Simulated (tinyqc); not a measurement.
Inside a calculation. Method: Hubbard chain of 2 sites. Computed by tinyqc, a small Python program that keeps every step. Settings: hopping = 0.57, U = 11.7, mixing = 0.5, iteration cap = 57. Command: `OMP_NUM_THREADS=1 python tinyqc.py 27997 27998 out.jsonl` (the two numbers bound the seeds that draw the settings). One thread of a shared host (Intel(R) Xeon(R) Processor @ 2.60GHz), about 0.1 s of CPU time with the checks. Later iterations appear only in the table of the cycle.

## Mean-field iteration 1

one-body matrix (hopping and site energies) (eV), order 1, 2:
```
[[0.410000, -0.570000],
 [-0.570000, 0.330000]]
```

U = 11.700000 eV

electrons, up and down: [1, 1]

mixing = 0.500000

n(up) at the start (a guess, not normalised): [0.550000, 0.450000]

n(down) at the start (a guess): [0.450000, 0.550000]

H(up) = T + U n(down), H(down) = T + U n(up); fill the lowest levels; n(new) = n + mixing (n(out) - n); E = tr T (rho up + rho down) + U sum n_up n_down of the output.

levels, up (eV): [5.431378, 7.008622]

levels, down (eV): [5.374113, 7.065887]

energy = 2.804902 eV

n(up) after iteration 1: [0.697770, 0.302230]

n(down) after iteration 1: [0.290283, 0.709717]

## Mean-field iteration 2

As before.

levels, up (eV): [3.739917, 8.700083]

levels, down (eV): [3.798065, 8.641935]

energy = 0.791424 eV

n(up) after iteration 2: [0.842192, 0.157808]

n(down) after iteration 2: [0.152164, 0.847836]

## Mean-field iteration 3

As before.

levels, up (eV): [2.150201, 10.289799]

levels, down (eV): [2.136372, 10.303628]

energy = 0.694968 eV

n(up) after iteration 3: [0.918632, 0.081368]

n(down) after iteration 3: [0.078529, 0.921471]

## Convergence

Each step fills the lowest levels of T + U n(other spin) and sets n(new) = n + mixing (n(out) - n); stop when output and input agree to 1e-8.

Course of the cycle:
```
iteration      E (eV)  largest |n(out) - n(in)|  mean |n_up - n_down|
1          2.80490191                  3.19e-01              0.714974
2          0.79142375                  2.89e-01              0.972571
3          0.69496767                  1.53e-01              0.990177
4          0.68630664                  7.80e-02              0.993341
5          0.68485767                  3.95e-02              0.994398
6          0.68455281                  2.00e-02              0.994841
7          0.68448196                  1.01e-02              0.995045
8          0.68446471                  5.10e-03              0.995144
9          0.68446042                  2.57e-03              0.995192
10         0.68445933                  1.30e-03              0.995217
11         0.68445906                  6.55e-04              0.995229
...               ...                       ...                   ...
18         0.68445897                  5.47e-06              0.995241
19         0.68445897                  2.76e-06              0.995241
20         0.68445897                  1.39e-06              0.995241
21         0.68445897                  7.03e-07              0.995241
22         0.68445897                  3.55e-07              0.995241
23         0.68445897                  1.79e-07              0.995241
24         0.68445897                  9.03e-08              0.995241
25         0.68445897                  4.56e-08              0.995241
26         0.68445897                  2.30e-08              0.995241
27         0.68445897                  1.16e-08              0.995241
28         0.68445897                  5.86e-09              0.995241
```

local moments n_up - n_down: [0.995241, -0.995241]

Converged in 28 iterations. Before convergence this energy mixes input and output and is not variational, so it may rise towards its limit.

## The many-body Hamiltonian

Basis: all placements (u, d, 2, 0 on each site), up operators ordered before down ones; hops carry the sign of the same-spin electrons passed.

H (eV), order 20, ud, du, 02:
```
[[12.520000, -0.570000, -0.570000, 0.000000],
 [-0.570000, 0.740000, 0.000000, -0.570000],
 [-0.570000, 0.000000, 0.740000, -0.570000],
 [0.000000, -0.570000, -0.570000, 12.360000]]
```

## Exact diagonalisation (4 states)

Lowest levels of the sector, and the double occupancy of the lowest state.

lowest levels (eV): [0.629953, 0.740000, 12.398235, 12.591812]

double occupancy per site = 0.004616

The mean-field solution above lies 0.0545 eV above the exact energy.
